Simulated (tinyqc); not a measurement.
Phonon transmission through an interface between two chains by Green functions: one step, computed by the program tinyqc. Command: `OMP_NUM_THREADS=1 python tinyqc.py 3024378 3024379 out.jsonl agf walk`. One thread of a shared host (Intel(R) Xeon(R) Processor @ 2.30GHz), about 0.01 s of CPU time with the checks.

Two semi-infinite chains (masses m_1, m_2; springs k_1, k_2), motion along the chain. The central region holds the end atom of each chain and one interlayer atom of mass m_b, joined by springs k_b. lambda = omega^2 in eV/(angstrom^2 u); nu = 15.6333042 THz x sqrt(lambda).

Task: Self-energies and the matrix at the probe frequency. In chain i, sin(q_i a/2) = nu/nu_max,i. An outgoing wave makes the next atom move as exp(i q_i a) times the end atom, so the lead adds the self-energy Sigma_i = -k_i exp(i q_i a) to the force-constant matrix; Gamma_i = -2 Im Sigma_i = 2 k_i sin(q_i a). A = lambda M - K - Sigma over the central atoms, with K_ii the sum of the springs at i, K_(i,i+1) = -k_b; G = inverse of A; transmission = Gamma_1 Gamma_2 |G_(first,last)|^2.

Inputs (values chosen for the exercise, for two model chains):
```
quantity             value           unit
mass m_1              71.7              u
spring k_1            2.13  eV/angstrom^2
mass m_2               113              u
spring k_2            2.32  eV/angstrom^2
junction spring k_b   2.82  eV/angstrom^2
interlayer mass m_b   42.2              u
```

Atoms in the interlayer: one.

probe frequency = 3.942468 THz

band top of chain 1 = 5.389035 THz

band top of chain 2 = 4.480078 THz

Constants: nu for 1 eV/(angstrom^2 u) = 15.6333042 THz.

Give: q_1 a; q_2 a; Gamma_1; Gamma_2; A (complex symmetric).

Result:

q_1 a = 1.641 rad

q_2 a = 2.152 rad

Gamma_1 = 4.249 eV/angstrom^2

Gamma_2 = 3.879 eV/angstrom^2

A (complex symmetric) (eV/angstrom^2):
```
               end of 1  layer 1      end of 2
end of 1  -0.540+2.125i    2.820         0.000
layer 1           2.820   -2.956         2.820
end of 2          0.000    2.820  0.773+1.939i
```
